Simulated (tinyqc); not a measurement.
## Transfer length from front and end resistance

Inverse problem. A contact of length d and width W has Rc = (Rsh Lt/W) coth(d/Lt) and Re = (Rsh Lt/W)/sinh(d/Lt), with Rsh the sheet resistance under the metal and Lt = sqrt(rc/Rsh). Find Lt, Rsh and rc.

Parameters, values chosen for the exercise:

| symbol | value | unit | meaning |
|---|---|---|---|
| d | 0.25 | um | contact length |
| W | 0.87 | um | contact width |

Rc = 12.361838 ohm
Re = 1.4834701 ohm

Solution. Rc/Re = cosh(d/Lt) gives Lt, and Re then gives Rsh.

Lt = 0.08898 um
Rsh = 120.0 ohm/sq
rc = 9.500e-9 ohm cm^2

Numbers from tinyqc (`OMP_NUM_THREADS=1 python tinyqc.py 2760074 2760075 out.jsonl`; about 0.01 s on one thread of a shared Intel Xeon 2.30GHz).
